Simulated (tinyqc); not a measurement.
Threshold-voltage variability of a planar MOSFET, analytic estimates: one step of the calculation.

Three independent sources add in quadrature: random dopants in the depleted layer, metal-gate grains of two orientations, and roughness of the two gate edges acting through the roll-off VT = VT(long) - Vr exp(-L/l). These are first-order estimates: no three-dimensional electrostatics, no percolation.

Question. Margin in standard deviations for the wanted yield. Cells fail independently with probability Q(k) = erfc(k/sqrt(2))/2 when the margin is k standard deviations, and Y = exp(-Nb Q(k)). phi = exp(-k^2/2)/sqrt(2 pi). Newton steps on ln Q(k) = ln(-ln(Y)/Nb): k(new) = k + [ln Q - ln(-ln(Y)/Nb)] Q/phi.

Values chosen for this exercise:
```
symbol,value,unit,meaning
Nb,8388608,,number of cells
Y,0.965,,wanted yield
```

k at the start = 3

Find: Q(k); phi; k after iteration 1.

Answer.

Q(k) = 0.001350
phi = 0.004432
k after iteration 1 = 6.859

Computed by the program tinyqc: `OMP_NUM_THREADS=1 python tinyqc.py 2090106 2090107 out.jsonl`, one thread of a shared Intel Xeon 2.30GHz, about 0.01 s for the whole run.
